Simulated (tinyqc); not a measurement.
# Ionisation constants from two fields

Question. alpha_n = an exp(-bn/E). Find bn and an.

alpha_n at 270 and 366 kV/cm (1/cm): 5765.3024  20384.195

Solution. ln alpha is a straight line in 1/E with slope -bn and intercept ln an.

bn = 1.300e6 V/cm
an = 7.110e5 1/cm

Program tinyqc, `OMP_NUM_THREADS=1 python tinyqc.py 2120070 2120071 out.jsonl`; Intel Xeon 2.30GHz, shared host, one thread, about 0.05 s.
